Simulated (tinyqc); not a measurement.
Inside a calculation. Method: empirical pseudopotential in a few plane waves. One step of it, computed by the program tinyqc.

Task: Levels at G. Diagonalise the Hermitian matrix.

H(k) at G (eV):
```
           +0+0+0     -1-1-1     -1-1+1     -1+1-1     -1+1+1     +1-1-1     +1-1+1     +1+1-1
+0+0+0   0.000000   2.434031  -2.434031  -2.434031  -2.434031  -2.434031  -2.434031  -2.434031
-1-1-1   2.434031  11.333008   0.000000   0.000000  -0.380959   0.000000  -0.380959  -0.380959
-1-1+1  -2.434031   0.000000  11.333008   0.380959   0.000000   0.380959   0.000000   0.000000
-1+1-1  -2.434031   0.000000   0.380959  11.333008   0.000000   0.380959   0.000000   0.000000
-1+1+1  -2.434031  -0.380959   0.000000   0.000000  11.333008   0.000000   0.380959   0.380959
+1-1-1  -2.434031   0.000000   0.380959   0.380959   0.000000  11.333008   0.000000   0.000000
+1-1+1  -2.434031  -0.380959   0.000000   0.000000   0.380959   0.000000  11.333008   0.380959
+1+1-1  -2.434031  -0.380959   0.000000   0.000000   0.380959   0.000000   0.380959  11.333008
+1+1+1   2.434031   0.000000  -0.380959  -0.380959   0.000000  -0.380959   0.000000   0.000000
-2+0+0   0.000000  -2.434031  -2.434031  -2.434031   2.434031   0.817758  -0.817758  -0.817758
+0-2+0   0.000000  -2.434031  -2.434031   0.817758  -0.817758  -2.434031   2.434031  -0.817758
+0+0-2   0.000000  -2.434031   0.817758  -2.434031  -0.817758  -2.434031  -0.817758   2.434031
+0+0+2   0.000000  -0.817758   2.434031  -0.817758  -2.434031  -0.817758  -2.434031   0.817758
+0+2+0   0.000000  -0.817758  -0.817758   2.434031  -2.434031  -0.817758   0.817758  -2.434031
+2+0+0   0.000000  -0.817758  -0.817758  -0.817758   0.817758   2.434031  -2.434031  -2.434031

           +1+1+1     -2+0+0     +0-2+0     +0+0-2     +0+0+2     +0+2+0     +2+0+0
+0+0+0   2.434031   0.000000   0.000000   0.000000   0.000000   0.000000   0.000000
-1-1-1   0.000000  -2.434031  -2.434031  -2.434031  -0.817758  -0.817758  -0.817758
-1-1+1  -0.380959  -2.434031  -2.434031   0.817758   2.434031  -0.817758  -0.817758
-1+1-1  -0.380959  -2.434031   0.817758  -2.434031  -0.817758   2.434031  -0.817758
-1+1+1   0.000000   2.434031  -0.817758  -0.817758  -2.434031  -2.434031   0.817758
+1-1-1  -0.380959   0.817758  -2.434031  -2.434031  -0.817758  -0.817758   2.434031
+1-1+1   0.000000  -0.817758   2.434031  -0.817758  -2.434031   0.817758  -2.434031
+1+1-1   0.000000  -0.817758  -0.817758   2.434031   0.817758  -2.434031  -2.434031
+1+1+1  11.333008  -0.817758  -0.817758  -0.817758  -2.434031  -2.434031  -2.434031
-2+0+0  -0.817758  15.110677   0.380959   0.380959  -0.380959  -0.380959   0.000000
+0-2+0  -0.817758   0.380959  15.110677   0.380959  -0.380959   0.000000  -0.380959
+0+0-2  -0.817758   0.380959   0.380959  15.110677   0.000000  -0.380959  -0.380959
+0+0+2  -2.434031  -0.380959  -0.380959   0.000000  15.110677   0.380959   0.380959
+0+2+0  -2.434031  -0.380959   0.000000  -0.380959   0.380959  15.110677   0.380959
+2+0+0  -2.434031   0.000000  -0.380959  -0.380959   0.380959   0.380959  15.110677
```

Give: eigenvalues.

Result:

eigenvalues (eV): -3.0523  6.2035  6.2035  6.2035  8.5826  10.9520  10.9520  10.9520  14.3488  14.3488  15.5282  19.8593  19.8593  19.8593  20.5278
